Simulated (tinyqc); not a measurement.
A finite superlattice with mass mismatch, transfer matrices: transmission against the number of periods.

One electron of energy E comes from the left lead (band edge 0); no transverse momentum. Parabolic bands, masses in units of m0, C = hbar^2/(2 m0); psi and psi'/m are continuous at every interface. N periods of a barrier d1 followed by a well Lw; the right lead equals the left one.

For the pair (psi, psi'/m) a flat layer has M = [[cos kd, (m/k) sin kd], [-(k/m) sin kd, cos kd]] with k = sqrt(m (E - U)/C) above its edge U, and M = [[cosh Kd, (m/K) sinh Kd], [(K/m) sinh Kd, cosh Kd]] with K = sqrt(m (U - E)/C) below it. The matrices are multiplied with later layers to the left. With M acting on (psi, psi'/m) and v = k/m in each lead, T(E) = 4 vL vR/[(vL vR M12 - M21)^2 + (vR M11 + vL M22)^2]. x = (M11 + M22)/2 of one period. For |x| < 1 the energy lies in a miniband and cos(th) = x; for |x| > 1 it lies in a gap and cosh(g) = |x|. M^N = U_(N-1)(x) M - U_(N-2)(x) 1, with U_n = sin((n + 1) th)/sin th in a band and sign(x)^n sinh((n + 1) g)/sinh g in a gap.

Inputs (values chosen for the exercise); masses and offsets of a made-up heterostructure:

| symbol | value | unit | meaning |
|---|---|---|---|
| mL | 0.034 | m0 | mass in the left lead |
| U1 | 1.2 | eV | barrier height |
| m1 | 0.14 | m0 | barrier mass |
| d1 | 0.3 | nm | barrier width |
| Lw | 3.9 | nm | well width (edge 0, mass mL) |
| E | 0.645 | eV | electron energy |

Constants: q = 1.602176634e-19 C, hbar = 1.054571817e-34 J s, m0 = 9.1093837015e-31 kg, hbar^2/(2 m0) = 0.0380998212 eV nm^2. Results are converted to the units shown.

Result of one run:
```
N,T(E),1/T(E) - 1
4,0.050650,18.743
```

What becomes of these results when the number of periods N is changed from 4 to 1, all else the same?

Result of the changed run:
```
N,T(E),1/T(E) - 1
1,0.74568,0.34107
```

The whole series:
```
N,T(E),1/T(E) - 1
1,0.74568,0.34107
2,0.35884,1.7868
3,0.14029,6.1281
4,0.050650,18.743
5,0.017775,55.260
6,0.0061760,160.92
8,7.3965e-4,1351.0
10,8.8389e-5,11313
12,1.0560e-5,94696
16,1.5072e-7,6.6349e6
```

Here x = -1.144. The energy lies in a gap with g = 0.531: T(E) falls from 0.746 to 1.51e-7, over the last four periods by 1.06 in ln T(E) a period, against 2 g = 1.06. In every row a layer is thinner than 0.8 nm, a few atomic planes, where an effective mass is a rough description.

Range of the model: Masses are held fixed, although real bands cease to be parabolic a few tenths of an eV from their edges (inside a barrier too).

tinyqc, about 0.01 s, one thread, Intel Xeon 2.30GHz (shared host): `OMP_NUM_THREADS=1 python tinyqc.py 2560112 2560113 out.jsonl`
